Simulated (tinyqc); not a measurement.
Tight binding, honeycomb lattice, step by step. One step of it, computed by the program tinyqc.

Task: Levels at k. Diagonalise the Hermitian matrix.

H(k) at k (eV):
```
                     A                    B
A             1.070000  -3.806923+1.328715i
B  -3.806923-1.328715i            -1.070000
```

Give: eigenvalues; weights |c|^2 of the basis functions.

Result:

eigenvalues (eV): -4.1717  4.1717

weights |c|^2 of the basis functions:
```
   band 1  band 2
A  0.3718  0.6282
B  0.6282  0.3718
```
